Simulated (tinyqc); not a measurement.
Strain-driven roughening and islands of a mismatched epitaxial film: one step, computed by the program tinyqc. Command: `OMP_NUM_THREADS=1 python tinyqc.py 3007523 3007524 out.jsonl island walk`. One thread of a shared host (Intel(R) Xeon(R) Processor @ 2.30GHz), about 0.01 s of CPU time with the checks.

Film and substrate share isotropic elastic constants; the film is coherent and biaxially strained.

Question. A ripple of given wavelength. A ripple A cos(k x) has the surface chemical potential per volume [gamma k^2 - 2 (1 + nu) w k] A cos(k x), so k_c = 2 (1 + nu) w/gamma. With surface diffusion the amplitude grows at the rate q = B k^2 [2 (1 + nu) w k - gamma k^2], fastest at k_m = (3/4) k_c. B is the surface mobility. Stress at the trough = stress x (1 + 2 k A).

Inputs (values chosen for the exercise, modelled on InAs on InP):
```
quantity                                     value       unit
Poisson ratio nu                              0.31          -
surface energy gamma                         0.734      J/m^2
surface mobility D_s nu_s Omega^2/(k_B T)  1.9e-34  m^6/(J s)
initial ripple amplitude A0                   0.12         nm
ripple wavelength over the critical one       0.77          -
```

Transport: surface diffusion.

k_c = 0.4048042 1/nm

energy density w = 113.4070 MJ/m^3

growth time 1/q at k_m = 2.531899 s

Give: k; rate q; q over the largest rate; stress concentration at A0.

Answer.

k = 0.5257 1/nm

rate q = -2.450 1/s

q over the largest rate = -6.204

stress concentration at A0 = 1.126

The ripple is shorter than critical and decays.
